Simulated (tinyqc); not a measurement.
Changing the contact angle theta: classical nucleation, growth and JMAK kinetics of crystallisation from a melt or glass. Computed by tinyqc, a small Python program. Command: `OMP_NUM_THREADS=1 python tinyqc.py 3023617 3023618 out.jsonl nucl sweep`. One thread of a shared host (Intel(R) Xeon(R) Processor @ 2.30GHz), about 0.01 s of CPU time with the checks.

A spherical nucleus cap on a flat wall with a sharp interface of isotropic energy gamma; lambda = Omega^(1/3) is the jump distance.

Inputs (values chosen for the exercise, for a model substance):
```
quantity                        value        unit
melting point T_m                1470           K
heat of melting per volume H     1270      J/cm^3
interface energy gamma           0.12       J/m^2
atomic volume Omega              21.4  angstrom^3
temperature T                     907           K
diffusion prefactor D0        1.5e-06       m^2/s
activation energy Q              1.65          eV
wall area per volume S_v      7.2e+07         1/m
```

Nucleation: on a flat wall. Driving force: Thompson-Spaepen.

Constants: e = 1.602176634e-19 C; k_B = 1.380649e-23 J/K; k_B = 8.617333262e-05 eV/K.

Method:
- Driving force per volume: dG = H [(T_m - T)/T_m] [2 T/(T_m + T)].
- Shape factor f = (2 + cos theta)(1 - cos theta)^2/4.
- W(r) = f [4 pi r^2 gamma - (4/3) pi r^3 dG]; r* = 2 gamma/dG; W* = f 16 pi gamma^3/(3 dG^2); n* = f (4/3) pi r*^3/Omega.
- D = D0 exp(-Q/(k_B T)); attachment rate k+ = (A*/lambda^2) D/lambda^2 with A* = 2 pi r*^2 (1 - cos theta); Zeldovich factor Z = sqrt(W*/(3 pi k_B T))/n*; sites per volume N = S_v/lambda^2; I = N Z k+ exp(-W*/(k_B T)); lag time = 1/(4 pi Z^2 k+).

One run for each value; columns: (1) contact angle theta (degrees); (2) shape factor f; (3) barrier W* (eV); (4) nucleation rate I (1/(m^3 s)); (5) atoms in the nucleus n*; (6) critical radius r* (nm):
```
(1)        (2)        (3)        (4)        (5)     (6)
20   2.673e-03  3.506e-03  1.183e+31  1.414e-01  0.6466
40   3.785e-02  4.964e-02  6.757e+30  2.002e+00  0.6466
60   1.562e-01  2.049e-01  9.747e+29  8.266e+00  0.6466
80   3.711e-01  4.867e-01  2.843e+28  1.963e+01  0.6466
100  6.289e-01  8.249e-01  4.096e+26  3.327e+01  0.6466
120  8.438e-01  1.107e+00  1.229e+25  4.464e+01  0.6466
140  9.621e-01  1.262e+00  1.858e+24  5.090e+01  0.6466
160  9.973e-01  1.308e+00  1.111e+24  5.276e+01  0.6466
180  1.000e+00  1.312e+00  1.094e+24  5.291e+01  0.6466
```

Over the rows, shape factor f rises from 0.00267 to 1.00 (exponent d ln y / d ln x 3.8 between the first rows and 0.023 between the last); barrier W* (eV) rises from 0.00351 to 1.31 (exponent d ln y / d ln x 3.8 between the first rows and 0.023 between the last); nucleation rate I (1/(m^3 s)) falls from 1.18e31 to 1.09e24 (exponent d ln y / d ln x -0.81 between the first rows and -0.13 between the last). f is 1/2 at 90 degrees and 1 at 180, where the wall gives no help; r* does not depend on the angle.

Caution (rows 20.0, 40.0, 60.0, 80.0): with under 20 atoms in the nucleus or a barrier under 10 k_B T the capillary model is only a guide. Caution (rows 120, 140, 160, 180): homogeneous nucleation, left out here, would be as fast or faster: the wall offers too few sites or too small a cut in the barrier.
